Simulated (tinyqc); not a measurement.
# Worked calculation: electron continuity equation in a given potential, Scharfetter-Gummel discretisation

tinyqc, about 0.01 s, one thread, Intel Xeon 2.30GHz (shared host): `OMP_NUM_THREADS=1 python tinyqc.py 2220014 2220015 out.jsonl` Printed values are rounded.

Steady state in one dimension: J = q mu n E + q D dn/dx with E = -dpsi/dx and D = mu Vt, dJ/dx = 0, fixed densities nL and nR at the ends. The potential is given, psi = U x/L, and is not changed by the electrons.

Values chosen for this exercise; mobility close to that of cadmium telluride at room temperature: temperature T = 400 K; electron mobility mu = 1020 cm^2/(V s); length of the region L = 2.7 um; density at x = 0 nL = 3.3e13 cm^-3; density at x = L nR = 6.6e14 cm^-3; potential difference psi(L) - psi(0) U = -1.1 V.

Constants: q = 1.602176634e-19 C, kB = 1.380649e-23 J/K, Vt = kB T/q. Results are converted to the units shown.

## Potential on the mesh

11 equal intervals, h = L/11; psi = U x/L.

```
node,psi (V)
0,0.00000
1,-0.10000
2,-0.20000
3,-0.30000
4,-0.40000
5,-0.50000
6,-0.60000
7,-0.70000
8,-0.80000
9,-0.90000
10,-1.00000
11,-1.10000
```

## Bernoulli factors

d_i = (psi_(i+1) - psi_i)/Vt; B(d) = d/(exp(d) - 1), B(0) = 1. The flux on interval i is J_i = (q D/h) [n_(i+1) B(d_i) - n_i B(-d_i)].

```
interval,d_i,B(d_i),B(-d_i)
0,-2.90113,3.06985,0.168722
1,-2.90113,3.06985,0.168722
2,-2.90113,3.06985,0.168722
3,-2.90113,3.06985,0.168722
4,-2.90113,3.06985,0.168722
5,-2.90113,3.06985,0.168722
6,-2.90113,3.06985,0.168722
7,-2.90113,3.06985,0.168722
8,-2.90113,3.06985,0.168722
9,-2.90113,3.06985,0.168722
10,-2.90113,3.06985,0.168722
```

The largest |d_i| is 2.90, above 2, where central differences lose the sign pattern that keeps densities positive.

## Tridiagonal system for the inner nodes

Row i (1 to 10): B(-d_(i-1)) n_(i-1) + b_i n_i + B(d_i) n_(i+1) = f_i with b_i = -B(-d_i) - B(d_(i-1)) and f_i = 0; the known end values are moved to the right: f_1 loses B(-d_0) nL and f_10 loses B(d_10) nR. h = L/11, D = mu Vt.

```
node,diagonal b,right side f (cm^-3)
1,-3.23857,-5.56784e12
2,-3.23857,0
3,-3.23857,0
4,-3.23857,0
5,-3.23857,0
6,-3.23857,0
7,-3.23857,0
8,-3.23857,0
9,-3.23857,0
10,-3.23857,-2.02610e15
```

## Densities and current

B(d_i) and B(-d_i) are the Bernoulli factors of the potential steps, b and f the diagonal and right side. Solve B(-d_(i-1)) n_(i-1) + b_i n_i + B(d_i) n_(i+1) = f_i (end values already in f), then J_i = (q D/h) [n_(i+1) B(d_i) - n_i B(-d_i)], h = L/11, D = mu Vt.

```
node,n (cm^-3)
0,3.3e13
1,6.25539e14
2,6.58106e14
3,6.59896e14
4,6.59994e14
5,6.60000e14
6,6.60000e14
7,6.60000e14
8,6.60000e14
9,6.6e14
10,6.6e14
11,6.6e14
```

```
interval,J (A/cm^2)
0,439.424
1,439.424
2,439.424
3,439.424
4,439.424
5,439.424
6,439.424
7,439.424
8,439.424
9,439.424
10,439.424
```

Without sources J is the same on every interval. A mesh 200 times finer gives the same densities: for a potential that is linear on each interval and no sources the scheme is exact.
